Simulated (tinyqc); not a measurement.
Worked calculation: RHF in the sto-6g basis, for H4, spin multiplicity 1. One step of it, computed by the program tinyqc.

Problem. Iteration 1: building the Fock matrix. J_ij = sum D_kl (ij|kl), K_ij = sum D_kl (ik|jl); F = H + J - 0.5 K; E = tr D H + tr D J / 2 - 0.25 tr D K + E_nn.

D at the start, order 1H 1s, 2H 1s, 3H 1s, 4H 1s:
```
[[2.191326, -1.127029, 0.135607, 0.654177],
 [-1.127029, 2.500180, -0.139742, 0.083599],
 [0.135607, -0.139742, 0.010943, 0.025173],
 [0.654177, 0.083599, 0.025173, 0.287164]]
```

core Hamiltonian H = T + V (hartree), order 1H 1s, 2H 1s, 3H 1s, 4H 1s:
```
[[-1.213314, -0.739070, -0.016231, -0.001915],
 [-0.739070, -1.320407, -0.105942, -0.016231],
 [-0.016231, -0.105942, -1.320407, -0.739070],
 [-0.001915, -0.016231, -0.739070, -1.213314]]
```

Two-electron integrals (ij|kl) in chemists' order, unique and non-zero (hartree):
```
(11|11) 0.774999   (21|11) 0.268312   (21|21) 0.122837   (22|11) 0.448514
(22|21) 0.268312   (22|22) 0.774999   (31|11) 0.003042   (31|21) 0.001594
(31|22) 0.004190   (31|31) 0.000033   (32|11) 0.015872   (32|21) 0.009209
(32|22) 0.027488   (32|31) 0.000247   (32|32) 0.001998   (33|11) 0.152719
(33|21) 0.080939   (33|22) 0.222986   (33|31) 0.003042   (33|32) 0.027488
(33|33) 0.774999   (41|11) 0.000268   (41|21) 0.000144   (41|22) 0.000392
(41|31) 3.42e-06   (41|32) 0.000026   (41|33) 0.000392   (41|41) 3.72e-07
(42|11) 0.001857   (42|21) 0.001046   (42|22) 0.003042   (42|31) 0.000030
(42|32) 0.000247   (42|33) 0.004190   (42|41) 3.42e-06   (42|42) 0.000033
(43|11) 0.058683   (43|21) 0.030311   (43|22) 0.080939   (43|31) 0.001046
(43|32) 0.009209   (43|33) 0.268312   (43|41) 0.000144   (43|42) 0.001594
(43|43) 0.122837   (44|11) 0.116073   (44|21) 0.058683   (44|22) 0.152719
(44|31) 0.001857   (44|32) 0.015872   (44|33) 0.448514   (44|41) 0.000268
(44|42) 0.003042   (44|43) 0.268312   (44|44) 0.774999
```

nuclear repulsion = 1.61211904 hartree

Give: Coulomb J; exchange K; Fock matrix F; total energy of this density.

Solution.

Coulomb J (hartree), order 1H 1s, 2H 1s, 3H 1s, 4H 1s:
```
[[2.2499, 0.9994, 0.0141, 0.0013],
 [0.9994, 2.3605, 0.0877, 0.0103],
 [0.0141, 0.0877, 0.8549, 0.3470],
 [0.0013, 0.0103, 0.3470, 0.7418]]
```

exchange K (hartree), order 1H 1s, 2H 1s, 3H 1s, 4H 1s:
```
[[1.4014, 0.6168, 0.0604, 0.0856],
 [0.6168, 1.5988, 0.0644, 0.0516],
 [0.0604, 0.0644, 0.0578, 0.0960],
 [0.0856, 0.0516, 0.0960, 0.2379]]
```

Fock matrix F (hartree), order 1H 1s, 2H 1s, 3H 1s, 4H 1s:
```
[[0.3359, -0.0481, -0.0323, -0.0434],
 [-0.0481, 0.2407, -0.0505, -0.0318],
 [-0.0323, -0.0505, -0.4945, -0.4401],
 [-0.0434, -0.0318, -0.4401, -0.5905]]
```

total energy of this density = -0.128803 hartree
